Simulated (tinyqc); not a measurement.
# Thermal RC ladder, step response: two studies

A ladder of 2 nodes: R_i joins node i to node i + 1, the last R to the ambient; C_i is the heat capacity of node i; theta is the rise above ambient, zero at t = 0. d theta/dt = -A theta + b with b = (Pw/C_1, 0, ...), times in ms.

Parameters, values chosen for the exercise:

| symbol | value | unit | meaning |
|---|---|---|---|
| R | [0.38, 0.74] | K/W | resistances, junction to ambient |
| C | [0.58, 5.4] | mJ/K | heat capacities of the nodes |
| Pw | 2.7 | W | power at node 1 from t = 0 |

Each table varies one quantity; the others keep the values above.

## Pulse trains: peak against mean temperature

A = C^(-1) K, K_ii = 1/R_(i-1) + 1/R_i (no first term for node 1), K_(i,i+1) = K_(i+1,i) = -1/R_i. The time constants tau_k are the inverse eigenvalues of A; the rise of node 1 per watt is Z(t) = sum_k r_k (1 - exp(-t/tau_k)), with r_k = v_k1^2 tau_k/C_1 and v_k the unit eigenvectors of C^(-1/2) K C^(-1/2). For pulses of length tp = 1 ms and period tp/D, the steady peak rise per watt is sum_k r_k (1 - exp(-tp/tau_k))/(1 - exp(-tp/(D tau_k))), and the mean is D sum R.

Pulse trains: peak against mean temperature:
```
D     peak (K/W)  mean (K/W)  peak/mean  peak rise (K)
0.01      0.4673     0.01120      41.72          1.262
0.02      0.4673     0.02240      20.86          1.262
0.05      0.4691     0.05600      8.377          1.267
0.1       0.4866      0.1120      4.345          1.314
0.2       0.5462      0.2240      2.439          1.475
0.3       0.6143      0.3360      1.828          1.659
0.5       0.7562      0.5600      1.350          2.042
0.8       0.9734      0.8960      1.086          2.628
```

What does the comparison show?

The peak rises from 0.467 to 0.973 K/W, while its ratio to the mean falls from 41.7 to 1.09. In the first row the peak is within 0.01 % of that of a single pulse, 0.467 K/W.

## Single pulses of growing length

Same model as above.

Single pulses of growing length:
```
t (ms)  Z(t) (K/W)  Z/sum R  t/C_1 (K/W)  rise (K)
0.04       0.06311  0.05634      0.06897    0.1704
0.078       0.1135   0.1013       0.1345    0.3065
0.15        0.1891   0.1688       0.2586    0.5106
0.3         0.2912   0.2600       0.5172    0.7863
0.6         0.3932   0.3511        1.034     1.062
1.2         0.4971   0.4439        2.069     1.342
2.3         0.6342   0.5662        3.966     1.712
4.6         0.8303   0.7414        7.931     2.242
9            1.012   0.9038        15.52     2.733
18           1.106   0.9873        31.03     2.986
```

Z rises from 0.0631 to 1.11 K/W, against 1.12 K/W in the steady state. In the first row it is 8.5 % below t/C_1, the limit in which only the first heat capacity is charged. It passes half of the steady value at t = 2.3 ms among the rows.

tinyqc, about 0.01 s, one thread, Intel Xeon 2.30GHz (shared host): `OMP_NUM_THREADS=1 python tinyqc.py 2520141 2520142 out.jsonl`
